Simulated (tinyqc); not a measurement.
Boltzmann transport in a parabolic band with a power-law relaxation time: one step. Integrals for r = 1.5 (ionised impurities). Four cases, with inputs chosen for the exercise.

Question. Evaluate F_j and K_j for j = 1/2, r + 1/2, r + 3/2, r + 5/2 and 2r + 1/2 (each value once).

F_j(eta) = (1/Gamma(j + 1)) integral_0^infinity x^j dx/(1 + exp(x - eta)), which tends to exp(eta) for eta << 0.

tau = tau0 x^r with x = E/kT. With K_j = Gamma(j + 1) F_j(eta): <tau> = tau0 (r + 3/2) K_(r+1/2)/((3/2) K_(1/2)); mu = <tau>/(mc m0/e), m0/e = 5.685630e-12 kg/C; Hall factor rH = (3/2) K_(1/2) (2r + 3/2) K_(2r+1/2)/((r + 3/2) K_(r+1/2))^2; Seebeck S = -(kB/e) [(r + 5/2) K_(r+3/2)/((r + 3/2) K_(r+1/2)) - eta]; Lorenz number L = (kB/e)^2 [(r + 7/2) K_(r+5/2)/((r + 3/2) K_(r+1/2)) - ((r + 5/2) K_(r+3/2)/((r + 3/2) K_(r+1/2)))^2]; kB/e in V/K. Valley anisotropy is left out of rH.

Give: F_j and K_j.

Case 1.

Values chosen (out of a larger set: masses near those of Si; tau0 is set for a mobility of the usual size at this n, kL is a free input; freeze-out and phonon drag, which matter near 77 K, are left out; not measured data): r = 1.5 (exponent of tau).

eta = 1.290102

Answer.

F_j and K_j:

| j | F_j | K_j |
|---|---|---|
| 0.5 | 1.8924 | 1.6771 |
| 2.0 | 2.7465 | 5.4929 |
| 3.0 | 3.1076 | 18.646 |
| 4.0 | 3.3349 | 80.039 |
| 3.5 | 3.2354 | 37.633 |

Case 2.

Values chosen (out of a larger set: masses near those of Si; tau0 is set for a mobility of the usual size at this n, kL is a free input; freeze-out and phonon drag, which matter near 77 K, are left out; not measured data): r = 1.5 (exponent of tau).

eta = -3.817035

Answer.

F_j and K_j:

| j | F_j | K_j |
|---|---|---|
| 0.5 | 0.021824 | 0.019341 |
| 2.0 | 0.021933 | 0.043866 |
| 3.0 | 0.021963 | 0.13178 |
| 4.0 | 0.021978 | 0.52747 |
| 3.5 | 0.021972 | 0.25557 |

Case 3.

Values chosen (out of a larger set: masses near those of GaN; tau0 is set for a mobility of the usual size at this n, kL is a free input; freeze-out and phonon drag, which matter near 77 K, are left out; not measured data): r = 1.5 (exponent of tau).

eta = -2.807088

Answer.

F_j and K_j:

| j | F_j | K_j |
|---|---|---|
| 0.5 | 0.059132 | 0.052405 |
| 2.0 | 0.059933 | 0.11987 |
| 3.0 | 0.060155 | 0.36093 |
| 4.0 | 0.060267 | 1.4464 |
| 3.5 | 0.060221 | 0.70047 |

Case 4.

Values chosen (out of a larger set: masses near those of GaN; tau0 is set for a mobility of the usual size at this n, kL is a free input; freeze-out and phonon drag, which matter near 77 K, are left out; not measured data): r = 1.5 (exponent of tau).

eta = -1.992890

Answer.

F_j and K_j:

| j | F_j | K_j |
|---|---|---|
| 0.5 | 0.13018 | 0.11537 |
| 2.0 | 0.13407 | 0.26813 |
| 3.0 | 0.13517 | 0.81102 |
| 4.0 | 0.13573 | 3.2575 |
| 3.5 | 0.13550 | 1.5761 |

Computed by tinyqc, one run a case: `OMP_NUM_THREADS=1 python tinyqc.py N N+1 out.jsonl` with N = 1652259, 1680197, 1680609, 1681069; one thread of a shared Intel(R) Xeon(R) Processor @ 2.30GHz, about 0.02 s a run at most.
